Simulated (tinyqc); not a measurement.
# Changing the magnetic field B

Model: hydrogenic impurity: series, fields, screening, photoionisation and donor-acceptor pairs. Computed by tinyqc, a small Python program. Command: `OMP_NUM_THREADS=1 python tinyqc.py 3024252 3024253 out.jsonl hydrogenic sweep`. One thread of a shared host (Intel(R) Xeon(R) Processor @ 2.30GHz), about 0.03 s of CPU time with the checks.

One isotropic, parabolic band. Effective units: Ry* and a*, in which H = -nabla^2 - 2/r.

Inputs (values chosen for the exercise, modelled on CdS): electron mass m = 0.195 m_0; dielectric constant eps = 9.01.

Parts treated: magnetic field and screening.

Constants: Ry = 13.605693123 eV; a_0 = 0.529177210903 angstrom; h x 1 THz = 4.135667696 meV; mu_B = 5.7883818060e-05 eV/T.

Method. Ry* = Ry m/eps^2, a* = a_0 eps/m; level n is bound by Ry*/n^2; <r> = (3/2) a* in 1s; lines 1s -> np at Ry* (1 - 1/n^2); 1 THz = 4.135667696 meV. gamma = hbar omega_c/(2 Ry*) = mu_B B/(m Ry*). For m_z = 0, H = -nabla^2 - 2/r + gamma^2 rho^2/4, and the band edge moves to gamma Ry*. Basis: exp(-al rho^2 - be z^2), al_k = 0.02 x 2.4^k + gamma/4 x c with k = 0..11, be_k = 0.02 x 2.4^k and c = 0, 0.5, 1 (36 functions). With A = al_i + al_j, B = be_i + be_j (not the field) and the common factor pi^(3/2) dropped: S = 1/(A sqrt(B)), kinetic S (4 al_i al_j/A + 2 be_i be_j/B), <rho^2> = S/A, <1/r> = (2/sqrt(pi)) atanh(u)/(A u), u = sqrt(1 - B/A), which is (2/sqrt(pi))/A when A = B; overlap eigenvalues below 1e-11 are dropped. Binding = (gamma - E) Ry*; the spin term shifts level and edge alike.

One run for each value; columns: (1) magnetic field B (T); (2) binding energy in the field (meV); (3) ground level (meV); (4) gamma; (5) magnetic length a*/sqrt(gamma) (angstrom):
```
(1)      (2)     (3)    (4)    (5)
5.2    34.19  -32.65  0.047  112.5
9.7    35.44  -32.56  0.088   82.4
18.0   37.60  -32.26  0.163   60.5
34.0   41.34  -31.25  0.309   44.0
64.0   47.19  -28.19  0.581   32.1
120.0  55.66  -20.04  1.090   23.4
220.0  66.80   -1.49  1.998   17.3
420.0  82.40   42.27  3.815   12.5
```

Describe and explain the trends.

Over the rows, binding energy in the field (meV) rises from 34.2 to 82.4 (exponent d ln y / d ln x 0.057 between the first rows and 0.32 between the last); ground level (meV) rises from -32.6 to 42.3; gamma rises from 0.0472 to 3.81 (exponent d ln y / d ln x about 1.00 throughout). The band edge rises as gamma Ry*, the donor level at first only as gamma^2/2, so the binding grows; it grows more slowly once the magnetic length is below a*.

Caution (rows 120, 220, 420): the field is beyond non-destructive laboratory magnets (about 100 T).
